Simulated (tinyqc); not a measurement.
Worked calculation: plane-wave Kohn-Sham cycle with exchange-only LDA in a layered model solid. Computed by tinyqc, a small Python program that keeps every step. Settings: points = 16, plane-wave index or count = 3, electrons = 2, k points = 2, area = 21.0, mixing = 0.8, iteration cap = 70, Pulay depth = 5. Command: `OMP_NUM_THREADS=1 python tinyqc.py 20554 20555 out.jsonl` (the two numbers bound the seeds that draw the settings). One thread of a shared host (Intel(R) Xeon(R) Processor @ 2.60GHz), about 0.01 s of CPU time with the checks. Later iterations appear only in the table of the cycle.

## Iteration 1: potential

A solid whose potential varies along x alone (atomic units):
```
parameter                      value
period a                   13.900000
cross-section of the cell  21.000000
electrons per cell                 2
grid points                       16
plane waves -n..n, n               3
k points                           2
V1 in V1 cos(2 pi x/a)     -0.690000
```

density at the start, on the grid x_j = j a/N (e/bohr^3): 0.00685166  0.00685166  0.00685166  0.00685166  0.00685166  0.00685166  0.00685166  0.00685166  0.00685166  0.00685166  0.00685166  0.00685166  0.00685166  0.00685166  0.00685166  0.00685166

V_H(G) = 4 pi rho(G)/G^2 for G != 0 (uniform background); v_x = -(3 rho/pi)^(1/3); V = V_ext + V_H + v_x; Fourier components f(G_m) = (1/N) sum_j f(x_j) exp(-i G_m x_j).

Potentials on the grid (hartree):
```
x              V_ext       V_H        v_x          V
0.000000   -0.690000  0.000000  -0.187035  -0.877035
0.868750   -0.637477  0.000000  -0.187035  -0.824512
1.737500   -0.487904  0.000000  -0.187035  -0.674938
2.606250   -0.264052  0.000000  -0.187035  -0.451086
3.475000           0  0.000000  -0.187035  -0.187035
4.343750    0.264052  0.000000  -0.187035   0.077017
5.212500    0.487904  0.000000  -0.187035   0.300869
6.081250    0.637477  0.000000  -0.187035   0.450442
6.950000    0.690000  0.000000  -0.187035   0.502965
7.818750    0.637477  0.000000  -0.187035   0.450442
8.687500    0.487904  0.000000  -0.187035   0.300869
9.556250    0.264052  0.000000  -0.187035   0.077017
10.425000          0  0.000000  -0.187035  -0.187035
11.293750  -0.264052  0.000000  -0.187035  -0.451086
12.162500  -0.487904  0.000000  -0.187035  -0.674938
13.031250  -0.637477  0.000000  -0.187035  -0.824512
```

V(G_m), m = 0, 1, 2, ... (hartree): -0.187035  -0.345000  0.000000  0.000000  0.000000  0.000000  0.000000

## Iteration 1: Hamiltonian at one k

k = 0.250000 2 pi / a

H(m,m') = (k + G_m)^2/2 delta + V(G_m - G_m'), with V(-G) = V(G).

H (hartree):
```
           -3         -2         -1         +0         +1         +2         +3
-3   0.585584  -0.345000   0.000000   0.000000   0.000000   0.000000   0.000000
-2  -0.345000   0.125844  -0.345000   0.000000   0.000000   0.000000   0.000000
-1   0.000000  -0.345000  -0.129567  -0.345000   0.000000   0.000000   0.000000
+0   0.000000   0.000000  -0.345000  -0.180650  -0.345000   0.000000   0.000000
+1   0.000000   0.000000   0.000000  -0.345000  -0.027403  -0.345000   0.000000
+2   0.000000   0.000000   0.000000   0.000000  -0.345000   0.330173  -0.345000
+3   0.000000   0.000000   0.000000   0.000000   0.000000  -0.345000   0.892078
```

## Iteration 1: levels at that k

Diagonalise the Hermitian matrix.

eigenvalues (hartree): -0.695533  -0.344795  -0.019278  0.274147  0.492292  0.808749  1.080478

## Iteration 1: new density

Motion across x is left out: the lowest 1 band(s) hold two electrons at each of the k points (j + 1/2)/nk - 1/2. Residual R = rho(out) - rho(in); rho(new) = rho(in) + 0.8 R. rho(out) = 2/(a A nk) sum |psi|^2 with psi = sum c exp(i G x). Harris energy E = band energy - dV sum rho (V_H/2 + v_x) + (3/4) dV sum rho v_x with rho(in), dV = a A/N, band energy = (2/nk) sum of the filled levels.

rho(out) (e/bohr^3): 0.03125231  0.02433838  0.01131085  0.00301155  0.00045821  0.00005572  0.00001109  0.00000100  0.00000068  0.00000100  0.00001109  0.00005572  0.00045821  0.00301155  0.01131085  0.02433838

density after iteration 1 (e/bohr^3): 0.02637218  0.02084103  0.01041901  0.00377957  0.00173690  0.00141491  0.00137920  0.00137113  0.00137088  0.00137113  0.00137920  0.00141491  0.00173690  0.00377957  0.01041901  0.02084103

energy per cell = -1.29754821 hartree

## Iteration 2: potential

As before.

Potentials on the grid (hartree):
```
x              V_ext        V_H        v_x          V
0.000000   -0.690000   0.697510  -0.293116  -0.285606
0.868750   -0.637477   0.609631  -0.270996  -0.298842
1.737500   -0.487904   0.393032  -0.215080  -0.309952
2.606250   -0.264052   0.139192  -0.153393  -0.278252
3.475000           0  -0.089278  -0.118372  -0.207650
4.343750    0.264052  -0.270506  -0.110552  -0.117007
5.212500    0.487904  -0.400354  -0.109614  -0.022065
6.081250    0.637477  -0.478317  -0.109400   0.049760
6.950000    0.690000  -0.504307  -0.109393   0.076299
7.818750    0.637477  -0.478317  -0.109400   0.049760
8.687500    0.487904  -0.400354  -0.109614  -0.022065
9.556250    0.264052  -0.270506  -0.110552  -0.117007
10.425000          0  -0.089278  -0.118372  -0.207650
11.293750  -0.264052   0.139192  -0.153393  -0.278252
12.162500  -0.487904   0.393032  -0.215080  -0.309952
13.031250  -0.637477   0.609631  -0.270996  -0.298842
```

V(G_m), m = 0, 1, 2, ... (hartree): -0.161083  -0.096037  0.025795  0.004773  0.002464  0.000881  -0.000046

## Iteration 2: Hamiltonian at one k

k = 0.250000 2 pi / a

As before.

H (hartree):
```
           -3         -2         -1         +0         +1         +2         +3
-3   0.611537  -0.096037   0.025795   0.004773   0.002464   0.000881  -0.000046
-2  -0.096037   0.151796  -0.096037   0.025795   0.004773   0.002464   0.000881
-1   0.025795  -0.096037  -0.103615  -0.096037   0.025795   0.004773   0.002464
+0   0.004773   0.025795  -0.096037  -0.154697  -0.096037   0.025795   0.004773
+1   0.002464   0.004773   0.025795  -0.096037  -0.001451  -0.096037   0.025795
+2   0.000881   0.002464   0.004773   0.025795  -0.096037   0.356125  -0.096037
+3  -0.000046   0.000881   0.002464   0.004773   0.025795  -0.096037   0.918030
```

## Iteration 2: levels at that k

As before.

eigenvalues (hartree): -0.247728  -0.118097  0.033125  0.173403  0.367594  0.633576  0.935852

## Iteration 2: new density

B (overlaps of the stored error matrices):
```
                1               2
1   1.6847316e-03  -3.2574545e-04
2  -3.2574545e-04   1.7331272e-04
```

Motion across x is left out: the lowest 1 band(s) hold two electrons at each of the k points (j + 1/2)/nk - 1/2. Residual R = rho(out) - rho(in); rho(new) = rho(in) + 0.8 R; Pulay mixing then takes sum c_i of the stored mixed densities, with c from B_ij = sum R_i R_j as in DIIS. rho(out) = 2/(a A nk) sum |psi|^2 with psi = sum c exp(i G x). Harris energy E = band energy - dV sum rho (V_H/2 + v_x) + (3/4) dV sum rho v_x with rho(in), dV = a A/N, band energy = (2/nk) sum of the filled levels.

rho(out) (e/bohr^3): 0.01846517  0.01715553  0.01349613  0.00858017  0.00419350  0.00153997  0.00044874  0.00013098  0.00007138  0.00013098  0.00044874  0.00153997  0.00419350  0.00858017  0.01349613  0.01715553

DIIS coefficients: 0.198865  0.801135

density after iteration 2 (e/bohr^3): 0.02130451  0.01847896  0.01239116  0.00685631  0.00331136  0.00149506  0.00078286  0.00057631  0.00053802  0.00057631  0.00078286  0.00149506  0.00331136  0.00685631  0.01239116  0.01847896

energy per cell = -0.82195552 hartree

## Convergence

Stop when sqrt(dV sum R^2) is below 1e-8, dV = a A/N.

Course of the cycle:
```
iteration  E (hartree)  norm of the residual
1          -1.29754821              1.75e-01
2          -0.82195552              5.62e-02
3          -0.81871365              1.16e-02
4          -0.81869182              3.34e-03
5          -0.81862836              1.31e-04
6          -0.81862826              3.98e-05
7          -0.81862826              5.42e-07
8          -0.81862826              1.01e-06
9          -0.81862826              1.19e-09
```

Converged in 9 iterations. Before convergence this energy mixes input and output and is not variational, so it may rise towards its limit.
